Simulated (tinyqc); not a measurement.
Bulk resistivity and mean free path from two films.

Problem. In the thick-film limit single-crystal films obey rho = rho0 (1 + 3 (1 - ps) lam/(8 d)). Find rho0, lam and the product rho0 lam.

Values chosen for this exercise: specular share of surface scattering ps = 0.6.

rho at d = 21 and 89 nm (uohm cm): [6.7117286, 6.3131045]

Answer. rho is a straight line in 1/d: the intercept is rho0 and the slope (3/8)(1 - ps) rho0 lam. Without ps only the product (1 - ps) lam could be found.

rho0 = 6.19 uohm cm
lam = 11.8 nm
rho0 lam = 73.0 uohm cm nm

tinyqc, about 0.01 s, one thread, Intel Xeon 2.30GHz (shared host): `OMP_NUM_THREADS=1 python tinyqc.py 2100079 2100080 out.jsonl`
